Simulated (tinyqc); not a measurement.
Carrier lifetime from Shockley-Read-Hall, radiative, Auger and surface recombination: one step, computed by the program tinyqc. Command: `OMP_NUM_THREADS=1 python tinyqc.py 3016574 3016575 out.jsonl lifetime walk`. One thread of a shared host (Intel(R) Xeon(R) Processor @ 2.30GHz), about 0.02 s of CPU time with the checks.

Energies are counted from the top of the valence band. Boltzmann statistics, full ionisation, and equal excess densities of electrons and holes.

Problem. Lifetimes at the given injection. With n = n_0 + dn, p = p_0 + dn and U/dn = 1/tau: (n p - n_i^2)/dn = n_0 + p_0 + dn = s; 1/tau_SRH = s/[tau_p0 (n + n1) + tau_n0 (p + p1)]; 1/tau_rad = B s; 1/tau_Aug = (C_n n + C_p p) s; the rates add. Radiative efficiency = tau_eff/tau_rad; effective diffusion length = sqrt(D tau_eff).

Inputs (values chosen for the exercise, with bands modelled on silicon):

| quantity | value | unit |
|---|---|---|
| temperature T | 400 | K |
| radiative coefficient B | 4.1e-14 | cm^3/s |
| Auger coefficient C_n | 6.7e-31 | cm^6/s |
| Auger coefficient C_p | 4.6e-31 | cm^6/s |
| excess density dn | 2e+15 | cm^-3 |
| diffusion coefficient D | 5.1 | cm^2/s |

Doping: p-type. Surface term: none.

n_0 = 1.181763e+08 cm^-3

p_0 = 1.500000e+17 cm^-3

tau_p0 = 5.077493e-06 s

n1 = 2.000995e+16 cm^-3

tau_n0 = 4.876991e-09 s

p1 = 8.858816e+08 cm^-3

Give: tau_SRH at dn; tau_rad at dn; tau_Aug at dn; effective lifetime at dn; radiative efficiency at dn; effective diffusion length at dn.

Solution.

tau_SRH at dn = 7.401e-07 s

tau_rad at dn = 1.605e-04 s

tau_Aug at dn = 9.232e-05 s

effective lifetime at dn = 7.309e-07 s

radiative efficiency at dn = 0.004555

effective diffusion length at dn = 19.31 micrometre
